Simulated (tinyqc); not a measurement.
## p-n junction with a stepped n side, non-linear Poisson equation by Newton steps: capacitance and field against bias

One dimension, p side on the left, n side on the right; net doping C = -Na for x < 0, +N1 for 0 < x < L1 and +Nd beyond. The potential psi is counted from the intrinsic level, and the quasi-Fermi potentials are flat: 0 for holes and -V for electrons, so n = ni exp((psi + V)/Vt) and p = ni exp(-psi/Vt) (Boltzmann statistics, full ionisation, no current). Under reverse bias this makes the minority densities vanishingly small everywhere; they play no part in the charge.

The Poisson equation d/dx(eps0 eps_r dpsi/dx) = -q (p - n + C) is solved on a mesh of more than 1000 nodes that ends in neutral material (psi_p = -Vt ln(Na/ni), psi_n = Vt ln(Nd/ni) - V). C_j = q d/dV of the integral of p over x, from the linearised equation. ni = sqrt(Nc Nv) exp(-Eg/(2 Vt)), Eg in volts. Depletion approximation: Vbi = Vt ln(Na Nd/ni^2), W = sqrt(2 eps0 eps_r (Vbi - V)(1/Na + 1/Nd)/q), xp = W Nd/(Na + Nd), xn = W Na/(Na + Nd), peak field 2 (Vbi - V)/W, capacitance eps0 eps_r/W. The last column applies it to an abrupt Na-Nd junction.

Parameters, values chosen for the exercise; band and dielectric values close to those of silicon: temperature T = 273 K; band gap Eg = 1.14 eV; relative permittivity eps_r = 11.6; conduction-band density of states at T Nc = 2.43e19 cm^-3; valence-band density of states at T Nv = 2.34e19 cm^-3; acceptor density of the p side Na = 2e15 cm^-3; donor density of the n side Nd = 4.9e16 cm^-3; width of the first n layer L1 = 23 nm; donor density of the first n layer N1 = 4.9e15 cm^-3.

Constants: q = 1.602176634e-19 C, kB = 1.380649e-23 J/K, Vt = kB T/q, eps0 = 8.8541878128e-14 F/cm where lengths are in cm. Results are converted to the units shown.

Result of one run:
```
V (V)	peak |E| (kV/cm)	C_j (nF/cm^2)	1/C_j^2 (cm^4/uF^2)	eps0 eps_r/C_j (nm)	abrupt depletion C (nF/cm^2)
-8.55	73.96	4.128	5.869e4	2488	4.118
```

What becomes of these results when the bias of the p side against the n side V is changed from -8.55 to 0.12 V, all else the same?

Result of the changed run:
```
V (V)	peak |E| (kV/cm)	C_j (nF/cm^2)	1/C_j^2 (cm^4/uF^2)	eps0 eps_r/C_j (nm)	abrupt depletion C (nF/cm^2)
0.12	18.74	16.24	3792	632.5	15.55
```

The whole series:
```
V (V)	peak |E| (kV/cm)	C_j (nF/cm^2)	1/C_j^2 (cm^4/uF^2)	eps0 eps_r/C_j (nm)	abrupt depletion C (nF/cm^2)
0.12	18.74	16.24	3792	632.5	15.55
-1.33	34.52	8.764	1.302e4	1172	8.669
-2.77	45.18	6.722	2.213e4	1528	6.680
-4.22	53.85	5.652	3.130e4	1817	5.627
-5.66	61.27	4.975	4.041e4	2065	4.957
-7.11	67.93	4.491	4.958e4	2287	4.478
-8.55	73.96	4.128	5.869e4	2488	4.118
-10	79.58	3.839	6.786e4	2676	3.831
```

With V going from 0.12 to -10 V, C_j falls from 16.2 to 3.84 nF/cm^2 and the peak field rises from 18.7 to 79.6 kV/cm. The slope of 1/C_j^2, read as N = 2/(q eps0 eps_r |slope|), gives 1.91e15 cm^-3 between the first two rows and 1.92e15 cm^-3 between the last two, against Na Nd/(Na + Nd) = 1.92e15 cm^-3; the slopes of all rows agree within 0.6 %, as for uniform doping at both edges. At the end C_j goes as (Vbi - V)^(-0.50) with Vbi = 0.774 V, and it is 0.21 % above the abrupt depletion formula (at the first row 4.4 % above it).

Program tinyqc, `OMP_NUM_THREADS=1 python tinyqc.py 2000055 2000056 out.jsonl`; Intel Xeon 2.30GHz, shared host, one thread, about 0.02 s.
